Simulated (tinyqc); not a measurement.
From results back to parameters: six-band k.p model of the valence band of a wurtzite crystal. Five cases, with inputs chosen for the exercise.

Problem. In the quasi-cubic model the splittings of an unstrained wurtzite crystal obey (E1 - E2) + (E1 - E3) = Dcr + Dso and (E1 - E2)(E1 - E3) = (2/3) Dcr Dso. The two splittings are given, and it is known that Dcr < Dso.

Find: sum; product; Dcr; Dso.

Method. Dcr and Dso are the roots of t^2 - S t + (3/2) P = 0; the energies alone cannot tell which is which, since the formulas are symmetric in the two.

Case 1.

E1 - E2, E1 - E3 (meV): 17.0107  76.7893

Solution.

sum = 93.80 meV
product = 1306.2 meV^2
Dcr = 31.4 meV
Dso = 62.4 meV

Case 2.

E1 - E2, E1 - E3 (meV): 16.5518  80.1482

Solution.

sum = 96.70 meV
product = 1326.6 meV^2
Dcr = 29.7 meV
Dso = 67.0 meV

Case 3.

E1 - E2, E1 - E3 (meV): 22.2021  416.2979

Solution.

sum = 438.50 meV
product = 9242.7 meV^2
Dcr = 34.3 meV
Dso = 404.2 meV

Case 4.

E1 - E2, E1 - E3 (meV): 13.4483  72.1517

Solution.

sum = 85.60 meV
product = 970.3 meV^2
Dcr = 23.4 meV
Dso = 62.2 meV

Case 5.

E1 - E2, E1 - E3 (meV): 13.8363  76.4637

Solution.

sum = 90.30 meV
product = 1058.0 meV^2
Dcr = 23.9 meV
Dso = 66.4 meV

Computed by tinyqc, one run a case: `OMP_NUM_THREADS=1 python tinyqc.py N N+1 out.jsonl` with N = 1081126, 1081148, 1081272, 1081282, 1081334; one thread of a shared Intel(R) Xeon(R) Processor @ 2.30GHz, about 0.01 s a run at most.
